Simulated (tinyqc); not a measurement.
# Which input was changed?

Model: Born-von Karman spring model of a cubic crystal with one atom per cell. Computed by tinyqc, a small Python program. Command: `OMP_NUM_THREADS=1 python tinyqc.py 3002834 3002835 out.jsonl springs which`. One thread of a shared host (Intel(R) Xeon(R) Processor @ 2.30GHz), about 0.5 s of CPU time with the checks.

First neighbours lie at a/2 (1,1,0) (12 of them), second at a (1,0,0) (6), with all permutations and signs; the volume per atom is Omega = a^3/4. Two shells of springs match a real metal only roughly, above all at the zone boundary.

Inputs (values chosen for the exercise, modelled on nickel):
```
quantity                value           unit
lattice constant a       3.52       angstrom
atomic mass M           58.69              u
radial spring k1L        2.22  eV/angstrom^2
transverse spring k1T   -0.02  eV/angstrom^2
radial spring k2L       0.062  eV/angstrom^2
transverse spring k2T  -0.028  eV/angstrom^2
mesh divisions n            6              -
temperature T              50              K
```

Lattice: fcc.

Constants: 1 eV/angstrom^3 = 160.2176634 GPa; nu for 1 eV/(angstrom^2 u) = 15.6333042 THz; h x 1 THz = 4.135667696 meV; k_B = 8.617333262e-05 eV/K; hbar^2/u = 4.18015928e-03 eV angstrom^2.

Method:
- [ij,kl] = (1/(2 Omega)) sum_R K_ij R_k R_l; C11 = [xx,xx], C44 = [xx,yy], C12 = 2 [xy,xy] - C44; B = (C11 + 2 C12)/3; Zener ratio A = 2 C44/(C11 - C12). K(R) = kL n n^T + kT (1 - n n^T).
- A neighbour at R with unit vector n couples by the matrix K(R) = kL n n^T + kT (1 - n n^T), and D(q) = (1/M) sum_R K(R) [1 - cos(q.R)].
- An eigenvalue lambda of D in eV/(angstrom^2 u) gives nu = 15.6333042 THz x sqrt(lambda).
- Mesh: q = sum_i (m_i + 1/2)/n b_i, m_i = 0..n-1, with b = [[-1, 1, 1], [1, -1, 1], [1, 1, -1]] in 2 pi/a; sums are averages over the n^3 points, per atom.
- With x = h nu/(k_B T) and n = 1/(exp(x) - 1) for each mode: F = k_B T [x/2 + ln(1 - exp(-x))], U = k_B T x (n + 1/2), S/k_B = x n - ln(1 - exp(-x)), C/k_B = x^2 n (n + 1).
- <u_x^2> = (1/3) sum over modes of hbar^2/(2 M h nu) coth(x/2); zero-point energy = sum h nu/2. <u_x^2> converges slowly with the mesh, from below, with an error of order 1/n.

Task: One of these inputs alone was changed, within the range given: lattice constant a (1.76 to 7.04); atomic mass M (29.34 to 117.4); transverse spring k1T (-0.04 to -0.01); temperature T (40 to 100). Which one, and to what value?

Results:
```
run     <u_x^2> (angstrom^2)  C44 (GPa)  zero-point energy (meV/atom)
before           0.001769379   93.21755                      36.02579
after            0.001731912   93.21755                      36.02579
```

Result:

Each candidate set to reproduce <u_x^2>, and what it then gives:
```
candidate                              range searched  value needed  C44 (GPa)  zero-point energy (meV/atom)
lattice constant a (angstrom)            1.76 to 7.04     no effect          -                             -
atomic mass M (u)                      29.34 to 117.4         61.78     93.218                        35.112
transverse spring k1T (eV/angstrom^2)  -0.04 to -0.01  out of reach          -                             -
temperature T (K)                           40 to 100         42.80     93.218                        36.026
```

Only temperature T fits every result: it went from 50 to 42.8 K. The next best candidate, atomic mass M, misses one result by 2.5 %.
